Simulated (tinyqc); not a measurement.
Longitudinal sound in a periodic multilayer: transfer matrices, stop bands and folded phonons: one step, computed by the program tinyqc. Command: `OMP_NUM_THREADS=1 python tinyqc.py 3016478 3016479 out.jsonl multilayer walk`. One thread of a shared host (Intel(R) Xeon(R) Processor @ 2.30GHz), about 0.01 s of CPU time with the checks.

Layers 1 and 2 repeat with period d = d_1 + d_2; waves travel normal to the layers, without loss. State vector (u, s): displacement u and stress divided by omega. Impedances Z = rho v are in 1e6 kg/(m^2 s).

Question. Impedances, mean velocity and Bragg frequency. Z = rho v; interface reflection r = (Z_2 - Z_1)/(Z_2 + Z_1) (stress amplitude, from 1 into 2); Bragg frequency f_B = 1/[2 (d_1/v_1 + d_2/v_2)]; long-wave velocity v_eff = d/sqrt[(d_1/v_1)^2 + (d_2/v_2)^2 + (Z_1/Z_2 + Z_2/Z_1)(d_1/v_1)(d_2/v_2)].

Inputs (values chosen for the exercise, modelled on silica (layer 1), tungsten (layer 2) and silicon (substrate)): density rho_1 = 2.22 g/cm^3; velocity v_1 = 5920 m/s; thickness d_1 = 2.18 nm; density rho_2 = 19.2 g/cm^3; velocity v_2 = 5320 m/s; thickness d_2 = 1.91 nm; substrate density = 2.33 g/cm^3; substrate velocity = 8420 m/s.

Give: Z_1; Z_2; Z of the substrate; interface reflection r; Bragg frequency f_B; long-wave velocity v_eff.

Answer.

Z_1 = 13.1424

Z_2 = 102.144

Z of the substrate = 19.6186

interface reflection r = 0.7720

Bragg frequency f_B = 687.5 GHz

long-wave velocity v_eff = 3575 m/s

Caution: at these frequencies damping, strong in glasses, and rough interfaces, both left out here, can weaken the stop bands; layers only a few atoms thick are also beyond continuum acoustics.
